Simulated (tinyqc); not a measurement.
From results back to parameters: Koster-Slater impurity in an sp3s* host.

Problem. In the Koster-Slater model a defect shifts the s level of its site by Vs and the p levels by Vp; an A1 level solves 1/Vs = G_s(E) and a T2 level 1/Vp = G_p(E), E from the top of the valence band. A defect has an A1 level at E = 2.0510 eV, one of the energies of the table, and a T2 level at 0.2930 eV.

G(E) of the host (1/eV):
```
E (eV)         G_s         G_p
0.0000   0.0438373   0.2843210
0.2930   0.0344992   0.1926932
0.5860   0.0240230   0.1475615
0.8790   0.0114746   0.1142326
1.1720  -0.0046656   0.0862464
1.4650  -0.0274338   0.0603229
1.7580  -0.0643681   0.0335599
2.0510  -0.1428925   0.0010961
2.3439  -0.8149842  -0.0655873
```

Find: Vs, Vp.

Solution. Read G_s and G_p at the two energies and invert them. Vs is attractive and pulls its level down from the conduction bands. Vp is repulsive and pushes its level up from the valence bands.

Vs, Vp (eV): -7.0  5.2

tinyqc: `OMP_NUM_THREADS=1 python tinyqc.py 1450070 1450071 out.jsonl`; about 0.01 s, one thread, shared Intel(R) Xeon(R) Processor @ 2.30GHz.
